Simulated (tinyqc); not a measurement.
# Potential step from the flux

Inverse problem. On one interval J = (q mu Vt/hx) [nb B(d) - na B(-d)], B(d) = d/(exp(d) - 1), d = (psi_b - psi_a)/Vt. Find psi_b - psi_a, and the step at which J would vanish.

Values chosen for this exercise:
- T = 450 K (temperature)
- mu = 1360 cm^2/(V s) (electron mobility)
- na = 7.3e15 cm^-3 (density at the left node)
- nb = 2.4e14 cm^-3 (density at the right node)
- hx = 28 nm (node spacing)

Constants: q = 1.602176634e-19 C, kB = 1.380649e-23 J/K, Vt = kB T/q. Results are converted to the units shown.

J = -5032.3698 A/cm^2

Answer. B(d) falls and B(-d) rises with d, so J falls steadily with the step and one value matches. J = 0 needs nb/na = exp(d), the Boltzmann ratio.

psi_b - psi_a = -0.07900 V
step for J = 0 = -0.1324 V

Program tinyqc, `OMP_NUM_THREADS=1 python tinyqc.py 2220006 2220007 out.jsonl`; Intel Xeon 2.30GHz, shared host, one thread, about 0.01 s.
